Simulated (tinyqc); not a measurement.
Deep trap from a strong local potential in a two-band host (Koster-Slater model with semi-elliptic bands). Convergence with the number of levels. Computed by tinyqc, a small Python program. Command: `OMP_NUM_THREADS=1 python tinyqc.py 3029885 3029886 out.jsonl deeptrap sweep`. One thread of a shared host (Intel(R) Xeon(R) Processor @ 2.30GHz), about 0.03 s of CPU time with the checks.

The valence band spans -2 W_v to 0 and the conduction band E_g to E_g + 2 W_c. The orbital at the impurity site has weight f_v in the valence band and 1 - f_v in the conduction band, each spread as a semi-ellipse (2/(pi W^2)) sqrt(W^2 - x^2) about the band centre. The impurity adds U to this orbital. Spin is left out.

Inputs (values chosen for the exercise, with a gap close to that of CdS):
```
quantity,value,unit
gap E_g,2.48,eV
half-width of the valence band W_v,4.3,eV
half-width of the conduction band W_c,2,eV
valence weight f_v of the site orbital,0.59,-
impurity potential U,-16.5,eV
```

Impurity: attractive, donor-like.

Method:
- In the gap G(E) = f_v (2/W_v^2)[x - sqrt(x^2 - W_v^2)] - (1 - f_v)(2/W_c^2)[y - sqrt(y^2 - W_c^2)], x = E + W_v, y = E_g + W_c - E.
- The trap level solves G(E) = 1/U (bisection). With D = -dG/dE = D_v + D_c, D_v = f_v (2/W_v^2)[x/sqrt(x^2 - W_v^2) - 1] and D_c = (1 - f_v)(2/W_c^2)[y/sqrt(y^2 - W_c^2) - 1], the weight on the impurity orbital is 1/(U^2 D) and the conduction-band character is D_c/D.
- Each band is replaced by n levels e_k = centre + W cos(k pi/(n + 1)) with weights w_k = f (2/(n + 1)) sin^2(k pi/(n + 1)), k = 1..n (valence first); H_kl = e_k delta_kl + U sqrt(w_k w_l).
- Diagonalise H (2n rows). The trap level, between the highest valence and the lowest conduction e_k, is number n + 1 from below for an attractive impurity and number n for a repulsive one.

One run for each value:
```
levels per band n,trap level of the matrix (eV),trap level E_t (eV)
1,1.8586,1.7202
2,1.7384,1.7202
3,1.7234,1.7202
4,1.7208,1.7202
6,1.7203,1.7202
8,1.7202,1.7202
12,1.7202,1.7202
20,1.7202,1.7202
```

Over the rows, trap level of the matrix (eV) falls from 1.86 to 1.72. The error falls from 0.138 eV to about 1e-09 eV or less; the quadrature converges exponentially for energies away from the bands, faster the deeper the level.

Extremes, crossings and ranges named in words are read from the listed rows.
